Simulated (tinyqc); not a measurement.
Temperature series and Richardson plot: current of a Schottky diode by thermionic-emission-diffusion theory, and its read-back from I-V-T and C-V data. Computed by tinyqc, a small Python program. Command: `OMP_NUM_THREADS=1 python tinyqc.py 3004508 3004509 out.jsonl schottky walk`. One thread of a shared host (Intel(R) Xeon(R) Processor @ 2.30GHz), about 0.01 s of CPU time with the checks.

Full ionisation, no tunnelling, no recombination current. V is the voltage across the junction itself, forward positive.

Inputs (values chosen for the exercise, modelled on n-type GaN):
```
quantity                                     value          unit
Richardson constant A*                          27  A/(cm^2 K^2)
effective density of states at 300 K, N_c  2.3e+18        1/cm^3
permittivity eps                               9.7             -
mobility mu                                    990    cm^2/(V s)
barrier without image force phi_0 (mean)      1.08            eV
doping N                                   4.1e+15        1/cm^3
junction voltage V                            0.42             V
standard deviation sigma                        44           meV
relative change of sigma^2 with bias, rho     0.63           1/V
```

Barrier: Gaussian spread of heights.

Constants: k_B = 8.617333262e-05 eV/K; e = 1.602176634e-19 C; eps_0 = 8.8541878128e-12 F/m.

Method:
- N_c(T) = N_c (T/300 K)^(3/2); V_bi = phi_0 - (k_B T/e) ln(N_c(T)/N); surface field F = sqrt(2 e N (V_bi - V - k_B T/e)/(eps eps_0)); image lowering d_phi = sqrt(e F/(4 pi eps eps_0)); effective barrier phi = phi_0 - d_phi - sigma^2 (1 - rho V)/(2 k_B T).
- Collection velocity v_R = A* T^2/(e N_c(T)); diffusion velocity v_D = mu F; J = e N_c(T) v_R/(1 + v_R/v_D) exp(-phi/k_B T) [exp(e V/k_B T) - 1].
- Ideality n = (e/k_B T)/(d ln J/dV) by a central difference of +/- 1 mV; J_0 = J exp(-e V/(n k_B T)); apparent barrier phi_IV = k_B T ln(A* T^2/J_0); a C-V plot gives phi_CV = phi_0, the mean without lowering.
- A least-squares line of ln(J_0/T^2) against 1/(k_B T) gives a barrier (minus the slope) and a Richardson constant (exp of the intercept).

At the same junction voltage:
```
T (K)  1/k_B T (1/eV)       n  J_0 (A/cm^2)  phi_IV (eV)  ln(J_0/T^2)
200            58.023  1.0498    6.4217e-20       1.0011      -54.789
250            46.418  1.0440    6.3462e-15       1.0132      -43.734
300            38.682  1.0413    1.6740e-11       1.0216      -36.221
350            33.156  1.0408    5.2358e-09       1.0279      -30.784
400            29.011  1.0420    4.2016e-07       1.0327      -26.666
450            25.788  1.0452    1.3434e-05       1.0366      -23.436
```

barrier from the Richardson plot = 0.97264 eV

Richardson constant from the plot = 4.5776 A/(cm^2 K^2)

From 200 to 450 K n goes from 1.050 to 1.045 and phi_IV from 1.001 to 1.037 eV. The plot returns 0.973 eV against phi_0 = 1.08 and a constant 0.170 times the true A*: a spread of barriers lets cold carriers pick the low patches, which bends the plot and lowers both numbers.

Extremes, crossings and ranges named in words are read from the listed rows.
